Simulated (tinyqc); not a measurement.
# Worked calculation: current crowding under a contact, resistor ladder against the transmission-line model

Program tinyqc, `OMP_NUM_THREADS=1 python tinyqc.py 2760030 2760031 out.jsonl`; Intel Xeon 2.30GHz, shared host, one thread, about 0.01 s. Printed values are rounded.

A metal contact of length d and width W on a thin layer of the same width. The metal has no resistance, the sheet resistance under it equals Rsh, and current enters the layer at the front edge x = 0.

Parameters, values chosen for the exercise:
- Rsh = 31 ohm/sq (sheet resistance of the semiconductor layer)
- rc = 3.6e-6 ohm cm^2 (specific contact resistivity)
- d = 1.5 um (contact length)
- W = 58 um (contact width)
- n = 10 (cells)
- I = 0.1 mA (current)

## Conductances of the ladder

Cut the contact into n cells of length hc = d/n. Neighbouring cell centres are joined by a = W/(Rsh hc), each centre joins the metal (0 V) by g = W hc/rc, and I enters cell 1 through half a cell: -a v_(i-1) + b_i v_i - a v_(i+1) = I for i = 1 and 0 otherwise, b_i = g + 2 a (g + a at both ends). Rc = v_1/I + 1/(2 a).

a = 12.47312 S
g = 0.02416667 S

```
cell,b_i (S)
1,12.49728
2,24.97040
3,24.97040
4,24.97040
5,24.97040
6,24.97040
7,24.97040
8,24.97040
9,24.97040
10,12.49728
```

## Voltages and the share of the current

Cut the contact into n cells of length hc = d/n. Neighbouring cell centres are joined by a = W/(Rsh hc), each centre joins the metal (0 V) by g = W hc/rc, and I enters cell 1 through half a cell: -a v_(i-1) + b_i v_i - a v_(i+1) = I for i = 1 and 0 otherwise, b_i = g + 2 a (g + a at both ends). Rc = v_1/I + 1/(2 a). Cell i passes g v_i to the metal.

```
cell,v_i (mV),share of the current (%)
1,0.4363076,10.54410
2,0.4291357,10.37078
3,0.4227953,10.21755
4,0.4172740,10.08412
5,0.4125612,9.97023
6,0.4086477,9.87565
7,0.4055260,9.80021
8,0.4031900,9.74376
9,0.4016351,9.70618
10,0.4008585,9.68741
```

Rc of the ladder = 4.403162 ohm

The first cell passes 10.5 % of the current and the last 9.69 %; an even spread would give 10.0 % each.

## The transmission-line result

Transfer length Lt = sqrt(rc/Rsh); front resistance Rc = (Rsh Lt/W) coth(d/Lt); end resistance Re = (Rsh Lt/W)/sinh(d/Lt). v(x) = I (Rsh Lt/W) cosh((d - x)/Lt)/sinh(d/Lt) at the cell centres x = (i - 1/2) d/n.

Lt = 3.407771 um
Rc = 4.401783 ohm
Re = 4.007270 ohm

```
cell,v(x) (mV)
1,0.4362760
2,0.4291035
3,0.4227626
4,0.4172408
5,0.4125277
6,0.4086139
7,0.4054919
8,0.4031557
9,0.4016008
10,0.4008241
```

The ladder's Rc is 0.031 % above this value, with cells 0.044 Lt long.
